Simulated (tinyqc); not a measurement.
Against the doping: grain-boundary trapping model (Seto) of a polycrystalline semiconductor film. Computed by tinyqc, a small Python program. Command: `OMP_NUM_THREADS=1 python tinyqc.py 3016659 3016660 out.jsonl poly walk`. One thread of a shared host (Intel(R) Xeon(R) Processor @ 2.30GHz), about 0.01 s of CPU time with the checks.

Grains of equal size L are joined by thin boundaries with one trap level. Trapped carriers deplete a width W on each side and raise a barrier, crossed by thermionic emission. Dopants are fully ionised, statistics are non-degenerate and mu_g does not depend on T.

Inputs (values chosen for the exercise, modelled on polycrystalline SiGe):
```
quantity                                     value        unit
permittivity eps                              13.5           -
effective mass m                              0.33         m_0
effective density of states at 300 K, N_c  1.5e+19      1/cm^3
grain size L                                   380          nm
trap density Q_t                           1.2e+12      1/cm^2
trap level E_t below the band edge            0.26          eV
mobility inside the grains mu_g                150  cm^2/(V s)
temperature T                                  250           K
```

Grain interior: resistance included.

Constants: e = 1.602176634e-19 C; eps_0 = 8.8541878128e-12 F/m; k_B = 8.617333262e-05 eV/K; m_0 = 9.1093837015e-31 kg; k_B = 1.380649e-23 J/K.

Method:
- If all traps fill, the grain is just depleted at N* = Q_t/L, with the barrier e Q_t L/(8 eps eps_0).
- N_c(T) = N_c (T/300 K)^(3/2). Filled traps Q = Q_t/(1 + (1/2) exp((E_t* - E_F)/k_B T)), where E_t* = e V_B - E_t and E_F are counted from the band edge at the grain centre. Partial depletion: Q = 2 N W, V_B = e N W^2/(2 eps eps_0), E_F = k_B T ln(N/N_c); solve for W. If that W would exceed L/2 the grain is fully depleted: W = L/2, Q = N L, and E_F follows from the trap equation. Centre density n_0 = N_c exp(E_F/k_B T).
- Boundary: sigma_b = L e^2 n_0 exp(-e V_B/k_B T)/sqrt(2 pi m k_B T); drift through the grain, depleted parts included: rho_g = [(1 - 2W/L) + (2W/L) int_0^1 exp(y^2 s^2) ds]/(e n_0 mu_g); rho = 1/sigma_b + rho_g. Mean carrier density n_av = n_0 [(1 - 2W/L) + (2W/L) (sqrt(pi)/2) erf(y)/y], y = sqrt(e V_B/k_B T); effective mobility 1/(e n_av rho).

N* = 3.15789e+16 1/cm^3

The same film:
```
N (1/cm^3)  W (nm)  V_B (V)  mean density (1/cm^3)  mobility (cm^2/(V s))  rho (ohm cm)
9.50e+14    190.00  0.02298             2.1665e+12                 130.65    2.2050e+04
3.20e+15    190.00  0.07742             6.2283e+13                  46.59    2.1511e+03
7.90e+15    165.87  0.14566             3.3533e+15                   4.48    4.1525e+02
1.60e+16    118.31  0.15009             9.3818e+15                   3.48    1.9133e+02
2.50e+16     95.26  0.15203             1.6647e+16                   3.27    1.1456e+02
3.80e+16     77.47  0.15284             2.7660e+16                   3.29    6.8492e+01
6.30e+16     59.91  0.15155             4.9771e+16                   3.71    3.3809e+01
1.30e+17     39.89  0.13864             1.1224e+17                   7.09    7.8399e+00
3.20e+17     18.69  0.07490             3.0336e+17                  74.97    2.7442e-01
1.30e+18      4.62  0.01856             1.2929e+18                 142.79    3.3810e-02
```

What does the comparison show, and why?

The barrier peaks among these rows at N = 3.8e16 (0.153 V) and the mobility has its minimum at 2.5e16; N* is 3.2e16. While the grain is fully depleted (W = L/2) V_B grows as N; once all traps are filled it falls as 1/N (last exponent -1.00). From 7.9e15 to 1.3e17 it is pinned, because the trap level has met E_F and the traps fill only in part. Partly depleted rows (W < L/2) with e V_B below 2 k_B T stretch the depletion approximation. Where N approaches N_c the non-degenerate statistics fail. rho drops most steeply, as N^-3.7, between 1.3e17 and 3.2e17.

Extremes, crossings and ranges named in words are read from the listed rows.
